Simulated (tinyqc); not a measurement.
Gate-all-around wire, scale length and short-channel effects: two steps of the calculation.

A round wire of diameter ts in an insulator shell of thickness ti under a surrounding gate. Below threshold the potential that source and drain add obeys Laplace's equation and vanishes on the gate. Its lowest mode decays along the channel as exp(-k y); k is the smallest positive root of the matching condition at the interface, and the scale length is Lambda = pi/k.

Values chosen for this exercise; permittivities: semiconductor made up, insulator close to that of aluminium oxide:

| symbol | value | unit | meaning |
|---|---|---|---|
| T | 293 | K | temperature |
| eps_r | 11.6 |  | relative permittivity of the semiconductor |
| ei | 9.07 |  | relative permittivity of the insulator |
| ti | 1.4 | nm | insulator thickness |
| ts | 5.7 | nm | wire diameter |
| L | 15 | nm | channel length |
| Vbi | 0.93 | V | potential of the source |
| sT | 0.39 | V | potential of the barrier top at threshold |
| VTL | 0.45 | V | long-channel threshold |
| m | 1 |  | long-channel body factor |
| Vds | 0.8 | V | drain voltage |

Constants: q = 1.602176634e-19 C, kB = 1.380649e-23 J/K, Vt = kB T/q. Results are converted to the units shown.

Problem 1. Scale length against simple estimates. Lambda = pi/k and l = 1/k. A parabolic potential across the structure gives l(parabolic) = sqrt([2 eps_r ts^2 ln(1 + 2 ti/ts) + ei ts^2]/(16 ei)).

k = 0.52826589 1/nm

Find: Lambda; l; l(parabolic).

Solution 1.

Lambda = 5.9470 nm
l = 1.8930 nm
l(parabolic) = 2.0264 nm

Problem 2. Threshold shift, barrier position and swing. Along the channel psi(y) = s + a exp(y/l) + b exp(-y/l) with psi(0) = Vbi, psi(L) = Vbi + Vds and l = 1/k = Lambda/pi; with A = Vbi - s, B = A + Vds, x = exp(-L/l): a = (B - A x) x/(1 - x^2), b = (A - B x)/(1 - x^2). The minimum is s + 2 sqrt(a b), at y = (l/2) ln(b/a). The long-channel potential follows the gate as s = sT + (Vg - VTL)/m, and the threshold VT is the gate voltage at which the minimum equals sT. Swing = m Vt ln 10/g at threshold, g = d(minimum)/ds = 1 - (b x + a)/((1 + x) sqrt(a b)).

l = 1.8929861 nm

Give: s at threshold; a; b; position of the minimum; VT; swing.

Solution 2.

s at threshold = 0.3562 V
a = 4.972e-4 V
b = 0.5733 V
position of the minimum = 6.673 nm
VT = 0.4162 V
swing = 60.67 mV/decade

The threshold lies 33.8 mV below the long-channel value, and the barrier top sits at 0.44 L from the source.

Computed by the program tinyqc: `OMP_NUM_THREADS=1 python tinyqc.py 2420111 2420112 out.jsonl`, one thread of a shared Intel Xeon 2.30GHz, about 0.01 s for the whole run.
